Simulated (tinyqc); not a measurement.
From one set of inputs to another, one input at a time: donor in an ellipsoidal valley (Kohn-Luttinger variational method). Computed by tinyqc, a small Python program. Command: `OMP_NUM_THREADS=1 python tinyqc.py 3024301 3024302 out.jsonl kohnlutt ladder`. One thread of a shared host (Intel(R) Xeon(R) Processor @ 2.30GHz), about 0.1 s of CPU time with the checks.

H = -(d^2/dx^2 + d^2/dy^2) - gamma d^2/dz^2 - 2/r in units built on m_t, with gamma = m_t/m_l and z along the valley axis. One valley; no valley-orbit or central-cell term.

The inputs printed are set A. Set A is modelled on diamond; the values taken over come from a set modelled on GaP. Inputs not listed in the table keep their values of set A, so the rows need not describe a real material.

Inputs (values chosen for the exercise, modelled on diamond): transverse mass m_t = 0.33 m_0; longitudinal mass m_l = 1.49 m_0; dielectric constant eps = 5.56.

Constants: Ry = 13.605693123 eV; a_0 = 0.529177210903 angstrom.

Method:
- Ry* = Ry m_t/eps^2, a* = a_0 eps/m_t, gamma = m_t/m_l.
- Trial function exp(-sqrt((x^2 + y^2)/a^2 + z^2/b^2)) with beta = b/a < 1: E = t/a^2 - u/a, t = (2 + gamma/beta^2)/3, u = 2 arcsin(sqrt(1 - beta^2))/sqrt(1 - beta^2); the best a is 2 t/u and E(beta) = -u^2/(4 t).
- Golden-section search on beta from 0.05 to 0.999, 60 steps.
- Gaussian basis: g = P exp(-al (x^2 + y^2) - be z^2) with P = 1 (s-like), z (2p0) or x (2p+-); al = 0.004 x 2.6^k, k = 0..11, and be/al = 1, gamma^(-1/2) or 1/gamma (36 functions); 1/r = (2/sqrt(pi)) int exp(-t^2 r^2) dt by 48 Gauss-Legendre points after t = sqrt(al_i + al_j) tan(theta); overlap eigenvalues below 1e-10 are dropped.

Each row keeps all changes above it; columns: (1) input moved; (2) from; (3) to; (4) 1s binding energy, trial function (meV); (5) 2p0 binding energy (meV); (6) radius b of the 1s trial function (angstrom):
```
(1)                           (2)    (3)     (4)     (5)     (6)
set A                           -      -  223.90  81.253  3.9586
longitudinal mass m_l (m_0)  1.49   1.23  213.49  74.152  4.3661
dielectric constant eps      5.56   10.8   56.58  19.653  8.4810
transverse mass m_t (m_0)    0.33  0.249   45.75  16.942  9.7380
```

Which inputs carry the difference?

1s binding energy, trial function goes from 224 to 45.8, a factor 0.204 in all. The largest single move comes from dielectric constant eps (a factor 0.265). 2p0 binding energy goes from 81.3 to 16.9, a factor 0.209 in all. The largest single move comes from dielectric constant eps (a factor 0.265). Radius b of the 1s trial function goes from 3.96 to 9.74, a factor 2.46 in all. The largest single move comes from dielectric constant eps (a factor 1.94). The single moves hold for this order of the switches; the total does not depend on the order.

Caution (rows set A, longitudinal mass m_l): a* is only a few bond lengths, so central-cell and valley-orbit terms are large. Caution (rows set A, longitudinal mass m_l): the short radius is only a few bond lengths, so the envelope approximation is rough.

Extremes, crossings and ranges named in words are read from the listed rows.
